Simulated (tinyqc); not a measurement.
Two-dimensional electron gas with Rashba and Dresselhaus coupling, step by step. Values are carried at full precision from step to step, so a last printed digit may differ when a step is redone from the rounded ones.

H = c k^2/m + al (ky sx - kx sy) + b1 (kx sx - ky sy) + gam kx ky (kx sy - ky sx), s the Pauli matrices, x = [100], c = hbar^2/2m0, b1 = gam (pi/L)^2 (hard walls). H = c k^2/m + B.s, so E = c k^2/m -/+ |B| and the lower state has its spin along -B.

Constants: hbar^2/2m0 = 3.80998211 eV angstrom^2; hbar = 6.58211957e-16 eV s.

Parameters, chosen for this exercise (of the size met in InAs; not measured data): m = 0.0242 m0 (mass); al = 0.17 eV angstrom (Rashba constant); gam = 28.7 eV angstrom^3 (bulk Dresselhaus constant); L = 161 angstrom (width of the (001) well); n = 15 1e11/cm^2 (sheet density (one subband filled)); phi = 60 degrees (angle of k from [100]).

## Scales

b1; mean Fermi wave vector k0 = sqrt(2 pi n) (1e11/cm^2 = 1e-5/angstrom^2); E0 = c k0^2/m; b3 = gam k0^2/4; kR = al m/(2c) and ER = al kR/2, the shift and depth of a pure Rashba band.

b1 = 0.01093 eV angstrom
k0 = 0.03070 1/angstrom
E0 = 148.381 meV
b3 = 0.006762 eV angstrom
kR = 0.0005399 1/angstrom
ER = 0.04589 meV

The ratio al/(b1 - b3) is 40.81; kR is 1.8 % of k0.

## Spin-orbit field at one point of the Fermi circle

k = k0 (cos phi, sin phi). Form B, the splitting 2|B| and the direction of the lower spin, atan2(-By, -Bx).

Bx, By (meV): 4.3761  -2.7202

splitting = 10.3053 meV
direction of the lower spin = 148.1 degrees

## The matrix

H = [[E0, Bx - i By], [Bx + i By, E0]] in meV; diagonalise. Precession period h/(2|B|) = 2 pi hbar/(splitting).

H (meV):
```
                  up            down
up          148.3811  4.3761+2.7202i
down  4.3761-2.7202i        148.3811
```

levels (meV): 143.2285  153.5338

period = 0.401 ps

## The two wave vectors at the energy E0 along this direction

Solve c k^2/m -/+ |B(k)| = E0. The spin turns by (k_outer - k_inner) per length, so a half turn takes pi/(difference).

k (1/angstrom): outer 0.031236, inner 0.030170

difference = 0.001066 1/angstrom
length of a half turn = 294.7 nm

For linear terms alone the difference is (m/c)|B|/k, whatever the energy: every electron along this direction turns alike, the basis of the spin transistor. The cubic term makes it depend on density.

## Checks

- Difference of the Fermi wave vectors without Dresselhaus terms against al m/c: both 0.0010798.

Run: tinyqc, `OMP_NUM_THREADS=1 python tinyqc.py 1452396 1452397 out.jsonl`; Intel(R) Xeon(R) Processor @ 2.30GHz, one thread, shared host; about 0.01 s of CPU time with all checks.
